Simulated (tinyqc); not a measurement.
Longitudinal sound in a periodic multilayer: transfer matrices, stop bands and folded phonons: one step, computed by the program tinyqc.

Layers 1 and 2 repeat with period d = d_1 + d_2; waves travel normal to the layers, without loss. State vector (u, s): displacement u and stress divided by omega. Impedances Z = rho v are in 1e6 kg/(m^2 s).

Task: Transfer matrix of one period. A layer maps (u, s) by [[cos p, sin p/Z], [-Z sin p, cos p]], p = 2 pi f d_i/v_i; one period is M = M_2 M_1, and cos(q d) = trace(M)/2.

Inputs (values chosen for the exercise, modelled on silica (layer 1), platinum (layer 2) and gallium arsenide (substrate)): velocity v_1 = 5920 m/s; thickness d_1 = 2.05 nm; velocity v_2 = 4130 m/s; thickness d_2 = 1.4 nm; frequency f = 1150 GHz.

Z_2 = 87.556

Z_1 = 13.2608

Give: phase p_1; phase p_2; M; trace(M)/2.

Result:

phase p_1 = 2.502 rad

phase p_2 = 2.449 rad

M:
```
[[0.5600, -0.04049],
 [50.93, -1.897]]
```

trace(M)/2 = -0.6685

|trace/2| < 1: f lies in a pass band, with q d = 2.3030 rad (folded into 0 to pi). Caution: at these frequencies damping, strong in glasses, and rough interfaces, both left out here, can weaken the stop bands; layers only a few atoms thick are also beyond continuum acoustics.
